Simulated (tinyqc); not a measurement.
Polarisation and half-bias from two TMR values.

Question. A tunnel junction has TMR = TMR0/(1 + (V/Vh)^2), TMR0 = 2 P1 P2/(1 - P1 P2). Find TMR0, Vh and P2.

Inputs (values chosen for the exercise):
```
symbol  value  unit                                   meaning
P1       0.55        spin polarisation of the reference layer
```

TMR at 0.1 and 0.5 V (%): 75.475747  42.689902

Solution. 1/TMR is linear in V^2, and P1 P2 = TMR0/(2 + TMR0).

TMR0 = 78.0 %
Vh = 0.550 V
P2 = 0.510

Numbers from tinyqc (`OMP_NUM_THREADS=1 python tinyqc.py 2450053 2450054 out.jsonl`; about 0.01 s on one thread of a shared Intel Xeon 2.30GHz).
